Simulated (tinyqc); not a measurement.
Biaxially strained (001) channel, valley splitting in an inversion layer: one step of the calculation.

A thin layer grown on a relaxed buffer is stretched in the plane. The two valleys with their long axis along the growth direction (D2) sink against the four in-plane ones (D4); confinement in a triangular well splits them too. Only the lowest subband of each set is kept; one relaxation time, so the weakening of intervalley scattering is left out.

Problem. Subband edges and densities of states. Levels E(m) = 2.33811 (hbar^2 q^2 F^2/(2 m))^(1/3): E2 = E(ml), E4 = E(mt) + D; N2 = 2 mt kB T/(pi hbar^2), N4 = 4 sqrt(mt ml) kB T/(pi hbar^2).

Inputs (values chosen for the exercise); values close to those of silicon on relaxed silicon-germanium: temperature T = 293 K; germanium share of the relaxed buffer x = 0.1; lattice mismatch per unit x b1 = 0.0418; elastic constant c11 = 165 GPa; elastic constant c12 = 62.3 GPa; shear deformation potential Xu = 8.88 eV; longitudinal mass ml = 0.901 m0; transverse mass mt = 0.189 m0; confining field F = 0.82 MV/cm.

Constants: q = 1.602176634e-19 C, kB = 1.380649e-23 J/K, hbar = 1.054571817e-34 J s, m0 = 9.1093837015e-31 kg, hbar^2/(2 m0) = 0.0380998212 eV nm^2. Results are converted to the units shown.

D = 65.148416 meV

Wanted: E2; E4; N2; N4.

Solution.

E2 = 0.15375 eV
E4 = 0.32391 eV
N2 = 3.9868e12 cm^-2
N4 = 1.7410e13 cm^-2

Of the gap E4 - E2 = 170 meV, confinement gives 105 meV.

tinyqc, about 0.02 s, one thread, Intel Xeon 2.30GHz (shared host): `OMP_NUM_THREADS=1 python tinyqc.py 2530107 2530108 out.jsonl`
